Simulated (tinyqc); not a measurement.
Inside a calculation: two-band k.p model of the X valleys of a zinc-blende crystal. Values are carried at full precision from step to step, so a last printed digit may differ when a step is redone from the rounded ones.

With x = D/D0: for x < 1 the minima lie at k_m = sqrt(ml D0 (1 - x^2)/(4 c)), the hump at X has the height dE = (D0/4)(1 - x)^2 and the mass at the minimum is ml/(1 - x^2); the mass at X is ml/(1 - 1/x), negative for x < 1. For x > 1 the minimum is at X.

Constants: hbar^2/2m0 = 3.80998211 eV angstrom^2; kB = 8.617333262e-05 eV/K.

Parameters, chosen for this exercise (of the order of those of cubic SiC; the results hold for these values, not for the real material): D = 2.778 eV (splitting of the two conduction levels at X); D0 = 1.042 eV (coupling energy); ml = 0.404 m0 (mass along the axis from remote bands); k = 0.123 1/angstrom (wave vector from X); kmax = 0.12 1/angstrom (end of the path); mt = 0.259 m0 (transverse mass); T = 300 K (temperature).

## Shape of the lower band

Give x, k_m, dE and both masses.

x = 2.6660
k_m = 0.00000 1/angstrom
dE = 0.000 meV
mass at the minimum = 0.646 m0
mass at X = 0.646 m0

The splitting wins, so the minimum stays at X, with a mass raised by a factor of 1.60 through the repulsion from the upper band.

## The matrix at one k

k along the valley axis, counted from X, c = hbar^2/2m0, e = c k^2/ml. H = [[e - D/2, i P k], [-i P k, e + D/2]] with P^2 = D0 c/ml, so E = e -/+ sqrt(D^2/4 + D0 e). For D = 0 (diamond lattice) the bands cross at X.

Give P, the matrix, its levels and the weight of the lower X state in the lower band.

P = 3.1348 eV angstrom

H (eV):
```
[[-1.2463, 0.3856i],
 [-0.3856i, 1.5317]]
```

levels (eV): [-1.2988, 1.5842]

weight = 0.9818

## Dispersion along the axis

Nine points; energies of the lower band from its minimum, against a parabola about the minimum with the mass there.

Results:
```
k (1/angstrom)  lower band (meV)  parabola (meV)  gap to the upper band (eV)
0.0000                      0.00            0.00                      2.7780
0.0150                      1.33            1.33                      2.7796
0.0300                      5.31            5.30                      2.7844
0.0450                     11.95           11.93                      2.7923
0.0600                     21.27           21.22                      2.8034
0.0750                     33.29           33.15                      2.8175
0.0900                     48.03           47.74                      2.8347
0.1050                     65.51           64.97                      2.8549
0.1200                     85.76           84.86                      2.8781
```

At kmax the band lies at 85.8 meV and the parabola at 84.9 meV: far from X the curvature returns to 1/ml, so the band is steeper than the parabola of the minimum.

## Thermal masses

Thermal masses along the axis for one X point, lower band, E from the minimum, on 1601 points from -0.8 to 0.8 1/angstrom: density-of-states mass m_d = c I^2/(pi kT), I = integral of exp(-E/kT) dk; conductivity mass m_c = 2 c kT/<(dE/dk)^2> with central differences.

Give m_d, m_c and Nc = 3 x 2 (kT/(4 pi c))^(3/2) mt sqrt(m_d) for three X points; 1 angstrom^-3 = 1e24 cm^-3.

m_d = 0.643 m0
m_c = 0.640 m0
Nc = 1.564e+19 cm^-3

The edge mass is 0.646, and at this temperature the thermal masses hardly differ from it.

## Checks

- Thermal masses without coupling against ml: both 0.4040.

Computed by tinyqc, a small Python program: `OMP_NUM_THREADS=1 python tinyqc.py 1850048 1850049 out.jsonl` (the numbers bound the seed that draws the inputs); one thread of a shared host (Intel(R) Xeon(R) Processor @ 2.30GHz), about 0.01 s for the whole set of steps.
